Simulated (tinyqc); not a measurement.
Comparisons within one model: interface roughness in a thin film (subband fluctuation and scattering). A value that a table varies takes the place of the one given here.

Square well of width t, barriers V0, c = hbar^2/2m0: E1 solves k t + 2 atan[(k/mz)/(kappa/mb)] = pi, k = sqrt(mz E/c), kappa = sqrt(mb (V0 - E)/c). One interface is rough, so the subband edge fluctuates by G dt with G = |dE1/dt| (central difference of 0.01 angstrom; 2 E1/t for hard walls).

Gaussian roughness spectrum S(q) = pi D^2 Lc^2 exp(-q^2 Lc^2/4). Degenerate gas, taken to fill one subband (the second starts to fill once c kF^2/md exceeds E2 - E1, which is not tested here): kF = sqrt(2 pi Ns/gv), q = 2 kF sin(theta/2), 1/tau = (md/(2 pi c hbar)) G^2 times the integral from 0 to pi of S(q)(1 - cos theta)/eps(q)^2 dtheta, eps(q) = 1 + qs/q with screening (qs = gv md q0/(c eps), q0 = e^2/(4 pi eps0), form factors left out, which overstates the screening; other scattering is left out too, so these values lie far above measured mobilities in all but the thinnest films) or 1 without; mobility = tau c2/md with c2 = e/m0 = 1.75882e15 cm^2/(V s^2); 1e12/cm^2 = 1e-4/angstrom^2.

Constants: hbar^2/2m0 = 3.80998211 eV angstrom^2; hbar = 6.58211957e-16 eV s; e^2/(4 pi eps0) = 14.39964547 eV angstrom.

Parameters, chosen for this exercise (near those of a thin GaN channel; not measured data): mz = 0.195 m0 (confinement mass); V0 = 1.99 eV (barrier); mb = 0.34 m0 (barrier mass); md = 0.198 m0 (mass in the plane); gv = 1 (valleys); D = 2.2 angstrom (rms height of the roughness); Lc = 32 angstrom (correlation length); Ns = 2.7 x 1e12/cm^2 (sheet density); eps = 9.5 (mean dielectric constant at the channel); ts = (14, 18, 22, 26, 32, 42, 55) angstrom (thicknesses); t = 26 angstrom (film thickness); Ll = (5, 10, 16, 25, 40, 65, 100) angstrom (correlation lengths).

## The sixth-power law

Screened mobility against thickness for the finite barrier and for hard walls.

Results:
```
t (angstrom)  E1 (meV)  G (meV/angstrom)  mobility (cm^2/(V s))  the same, hard walls
14               392.1            35.553                    196                  12.5
18               281.0            21.545                    533                  56.5
22               211.2            14.030               1.26e+03                   189
26               164.6             9.644               2.66e+03                   514
32               119.1             5.930               7.03e+03              1.79e+03
42                76.4             3.042               2.67e+04              9.13e+03
55                48.2             1.524               1.06e+05              4.60e+04
```

With hard walls G goes as 1/t^3 and the mobility as t^6. With the finite barrier the local exponent is 3.99 at the thin end and 5.13 at the thick end, since the envelope leaks out and softens the dependence. The roughness limit falls below 500 cm^2/(V s) between 18 and 14 angstrom. The gate field, which also presses carriers to the interface, is left out. Below about 20 angstrom the effective-mass picture is itself doubtful. Up to t = 26 angstrom G D exceeds half of EF - E1, where the Born rate fails.

## Correlation length

Fixed D; bare and screened mobility.

Results:
```
Lc (angstrom)  kF Lc  bare mobility (cm^2/(V s))  screened mobility (cm^2/(V s))
5               0.21                    6.57e+03                        3.00e+04
10              0.41                    1.81e+03                        8.30e+03
16              0.66                         856                        4.00e+03
25              1.03                         543                        2.65e+03
40              1.65                         578                        3.31e+03
65              2.68                    1.11e+03                        1.08e+04
100             4.12                    1.88e+03                        3.53e+04
```

The bare mobility is lowest at Lc = 25 angstrom of those listed (kF Lc = 1.03). The screened mobility is lowest at Lc = 25 angstrom of those listed (kF Lc = 1.03). Short roughness averages out (mobility as 1/Lc^2; the first two rows give exponent -1.86), and long roughness deflects only by small angles (bare mobility rising as Lc; the last two rows give 1.22).

## What each parameter does

G, G D, and the screened mobility. Each row changes one parameter from the base and keeps the others.

Results:
```
case                   G (meV/angstrom)  G D (meV)  mobility (cm^2/(V s))
base                              9.644      21.22                   2659
t = 32 angstrom                   5.930      13.05                   7033
D = 2.86 angstrom                 9.644      27.58                   1573
Lc = 40 angstrom                  9.644      21.22                   3306
Ns = 4.32 x 1e12/cm^2             9.644      21.22                   4197
mz = 0.224 m0                     9.170      20.17                   2941
md = 0.228 m0                     9.644      21.22                   2348
V0 = 1.39 eV                      8.415      18.51                   3492
eps = 11.4                        9.644      21.22                   2199
```

The largest shifts from the base row, up to three for each result and ties (the steps differ in size, so this ranks the rows, not the parameters). G (meV/angstrom): t -3.714, V0 -1.229, mz -0.474; unchanged at the printed digits by D, Lc, Ns, md and eps. G D (meV): t -8.17, D +6.37, V0 -2.70; unchanged at the printed digits by Lc, Ns, md and eps. mobility (cm^2/(V s)): t +4.37e+03, Ns +1.54e+03, D -1.09e+03. In the base case G D is 0.65 times EF - E1 = 32.6 meV.

(tinyqc, `OMP_NUM_THREADS=1 python tinyqc.py 1281301 1281302 out.jsonl`, Intel(R) Xeon(R) Processor @ 2.30GHz, 1 thread, shared host, about 0.01 s.)
